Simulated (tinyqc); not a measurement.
Capillary instabilities by surface diffusion: grooving and agglomeration of films, edge retraction, wire break-up and smoothing of roughness: one step, computed by the program tinyqc. Command: `OMP_NUM_THREADS=1 python tinyqc.py 3005899 3005900 out.jsonl dewet walk`. One thread of a shared host (Intel(R) Xeon(R) Processor @ 2.30GHz), about 0.01 s of CPU time with the checks.

Isotropic surface energy; shapes change by surface diffusion alone.

Task: Retraction of a straight edge. A rim shaped as a circular segment with contact angle theta holds the area h x; its radius r obeys r^2 (theta - sin theta cos theta) = h x. To advance, the edge must carry a strip of the rim height H = r (1 - cos theta) over the rim, driven by the curvature 1/r over the distance r theta (the scaling argument of Brandon and Bradshaw): H dx/dt = B/(theta r^2) gives x^(5/2) = (5/2) B t c^(3/2)/(theta (1 - cos theta) h^(3/2)), c = theta - sin theta cos theta.

Inputs (values chosen for the exercise, for a model film):
```
quantity,value,unit
contact angle on the substrate theta,85,degrees
temperature T,758,K
time t,32,s
film thickness h,17,nm
```

B = 6.985070e+07 nm^4/s

Give: retraction x; rim height H; present speed.

Result:

retraction x = 1567 nm

rim height H = 126.1 nm

present speed = 19.59 nm/s

The rim is 7.4 times the film thickness. x goes as t^(2/5) h^(-3/5): thin films retract faster.
